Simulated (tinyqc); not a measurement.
Pillar capacitor in an array: capacitance, non-linearity, leakage and relaxation: one step of the calculation.

A film between two metal electrodes, each interface adding a series capacitance ci. The small-signal permittivity is ek (1 + aq E^2); the field is found with the linear permittivity. Leakage J = J0 sinh(E/Ef). After a voltage step the film passes a relaxation current kr C V tt^(-nr), tt being the time in seconds. The sidewall is a coaxial capacitor with radii a = dm/2 and b = dm/2 + t, depth AR dm; the end face is left out.

Task. Planar capacitance, field and non-linearity. Planar film: Cf = eps0 ek/t, 1/C = 1/Cf + 2/ci, EOT = 3.9 eps0/C, effective permittivity C t/eps0, E = (V/t) C/Cf; quadratic coefficient [C(V)/C - 1]/V^2 with Cf (1 + aq E^2) in C(V).

Values chosen for this exercise; permittivity of the order of that of silicon nitride: relative permittivity of the film ek = 6.62; film thickness t = 26 nm; capacitance of each electrode interface (dead layer and screening) ci = 1000 uF/cm^2; quadratic field coefficient of the permittivity aq = 0.0023 cm^2/MV^2; bias V = 1.3 V; leakage prefactor J0 = 8.5e-11 A/cm^2; field for an e-fold rise of the leakage Ef = 0.48 MV/cm.

Constants: eps0 = 8.8541878128e-14 F/cm where lengths are in cm. Results are converted to the units shown.

Find: Cf; C; EOT; effective permittivity; E; quadratic coefficient; J.

Result.

Cf = 0.22544 uF/cm^2
C = 0.22534 uF/cm^2
EOT = 15.324 nm
effective permittivity = 6.6170
E = 0.49977 MV/cm
quadratic coefficient = 339.78 ppm/V^2
J = 1.0538e-10 A/cm^2

The interfaces take 0.0451 % of the voltage.

Numbers from tinyqc (`OMP_NUM_THREADS=1 python tinyqc.py 2102044 2102045 out.jsonl`; about 0.01 s on one thread of a shared Intel Xeon 2.30GHz).
